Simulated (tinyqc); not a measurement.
From a target wavelength to the width: optical transitions of a finite quantum well. Three cases, with inputs chosen for the exercise.

Problem. Which width puts the e1-hh1 edge, hc/(Eg + e1 + hh1), at the wavelength below?

Each carrier sees a square well of width L with its own depth V and masses m (inside), mb (outside); c = hbar^2/2m0, k = sqrt(m E/c), kappa = sqrt(mb (V - E)/c), and level n solves k L + 2 atan[(k/m)/(kappa/mb)] = n pi. The envelope is cos(kz) for odd n and sin(kz) for even n inside, joins exp(-kappa (|z| - L/2)) outside, and is normalised to 1. Excitons and band mixing are left out.

Constants: hbar^2/2m0 = 3.80998211 eV angstrom^2; hc = 1239.841984 eV nm.

Find: e1 + hh1 needed; L; e1; hh1.

Method. Both confinement energies fall steadily with L, so their sum meets the target once; bisection in L finds it.

Case 1.

Values chosen (near those of a GaAs well in AlGaAs; not measured data):
- Eg = 1.52 eV (gap of the well)
- Vc = 0.178 eV (conduction offset)
- Vv = 0.096 eV (valence offset)
- me = 0.0682 m0 (electron, well)
- meb = 0.0853 m0 (electron, barrier)
- mh = 0.346 m0 (heavy hole along z, well)
- mhb = 0.38 m0 (heavy hole, barrier)

edge wavelength = 805.650 nm

Solution.

e1 + hh1 needed = 18.9 meV
L = 150.0 angstrom
e1 = 15.3 meV
hh1 = 3.6 meV

Case 2.

Values chosen (near those of an InGaAs well in InAlAs; not measured data):
- Eg = 0.805 eV (gap of the well)
- Vc = 0.516 eV (conduction offset)
- Vv = 0.209 eV (valence offset)
- me = 0.041 m0 (electron, well)
- meb = 0.073 m0 (electron, barrier)
- mh = 0.391 m0 (heavy hole along z, well)
- mhb = 0.429 m0 (heavy hole, barrier)

edge wavelength = 1414.215 nm

Solution.

e1 + hh1 needed = 71.7 meV
L = 86.0 angstrom
e1 = 62.2 meV
hh1 = 9.5 meV

Case 3.

Values chosen (near those of a GaAs well in AlGaAs; not measured data):
- Eg = 1.527 eV (gap of the well)
- Vc = 0.259 eV (conduction offset)
- Vv = 0.138 eV (valence offset)
- me = 0.0686 m0 (electron, well)
- meb = 0.0936 m0 (electron, barrier)
- mh = 0.363 m0 (heavy hole along z, well)
- mhb = 0.383 m0 (heavy hole, barrier)

edge wavelength = 770.791 nm

Solution.

e1 + hh1 needed = 81.5 meV
L = 58.0 angstrom
e1 = 63.7 meV
hh1 = 17.8 meV

Computed by tinyqc, one run a case: `OMP_NUM_THREADS=1 python tinyqc.py N N+1 out.jsonl` with N = 1280882, 1280888, 1280899; one thread of a shared Intel(R) Xeon(R) Processor @ 2.30GHz, about 0.1 s a run at most.
